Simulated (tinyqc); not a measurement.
Coverage along the feature as the dose grows: atomic layer deposition: Langmuir saturation, growth per cycle and coating of deep features. Computed by tinyqc, a small Python program. Command: `OMP_NUM_THREADS=1 python tinyqc.py 3026271 3026272 out.jsonl ald walk`. One thread of a shared host (Intel(R) Xeon(R) Processor @ 2.30GHz), about 0.03 s of CPU time with the checks.

Precursor A sticks only on free sites, so a long enough pulse saturates; co-reactant B then frees the sites again.

Inputs (values chosen for the exercise, modelled on hafnium oxide from an amide and water):
```
quantity                                 value    unit
precursor mass M                           411       u
site density q                               3  1/nm^2
sticking probability beta on free sites  0.029       -
precursor pressure p                       3.4      Pa
temperature T                              175       C
pulse time t                             0.034       s
desorption energy E_d                     1.48      eV
aspect ratio a                              40       -
```

Feature: round hole.

Constants: u = 1.6605390666e-27 kg; k_B = 1.380649e-23 J/K; k_B = 8.617333262e-05 eV/K.

Method:
- Wall flux F = p/sqrt(2 pi M k_B T); rate of filling k_a = beta F/q; desorption k_d = 1e13 exp(-E_d/(k_B T)) per second. 1/m^2 = 1e-18/nm^2.
- Temperatures in kelvin are T(C) + 273.15.
- Diffusion-limited filling (Gordon) of a round hole of diameter w: a saturation front at depth z needs dz/dt = D_K n/(z (4q/w)), with Knudsen D_K = w c/3 and F = n c/4; including the entrance and floor terms, t = (q/F)(1 + 19a/4 + 3a^2/2). Reaction-limited filling needs ln(100)/k_a at any depth, k_a = beta F/q. Flow is molecular. The front picture holds when the modulus a sqrt(beta) is well above 1.
- Depth reached by the given pulse: solve the same formula for a. Exposure = p x diffusion-limited time; 1 langmuir = 1.33322e-4 Pa s.
- Continuum model with steady gas transport: d2n/dz2 = 3 beta (1 - th) n/d_h^2 (d_h the hydraulic diameter, n = 1 at the mouth, no flux at the floor, 60 cells), d th/dt = beta F n (1 - th)/q; no desorption. Times are multiples of the larger of the Gordon time and ln(100)/k_a.

diffusion-limited time = 0.372390 s

time to 99 % without desorption, ln(100)/k_a = 0.0228233 s

flux F = 20873.3 1/(nm^2 s)

modulus = 6.81175

Coverage:
```
multiple    t (s)  top cell  quarter depth  half depth  three quarters  floor cell
0.05      0.01862     0.971          0.291       0.019           0.001       0.000
0.10      0.03724     0.999          0.657       0.065           0.004       0.000
0.20      0.07448     1.000          0.976       0.291           0.019       0.002
0.40      0.14896     1.000          1.000       0.914           0.173       0.020
0.60      0.22343     1.000          1.000       0.999           0.623       0.115
0.80      0.29791     1.000          1.000       1.000           0.957       0.453
1.00      0.37239     1.000          1.000       1.000           1.000       0.996
1.30      0.48411     1.000          1.000       1.000           1.000       1.000
```

What does the comparison show, and why?

At a multiple of 0.2 the coverage is 1.00 at the top and 0.00 at the floor. The walls fill from the top down behind a front whose depth grows as sqrt(t), since the modulus is well above 1. In the last row the floor reaches 1.000.
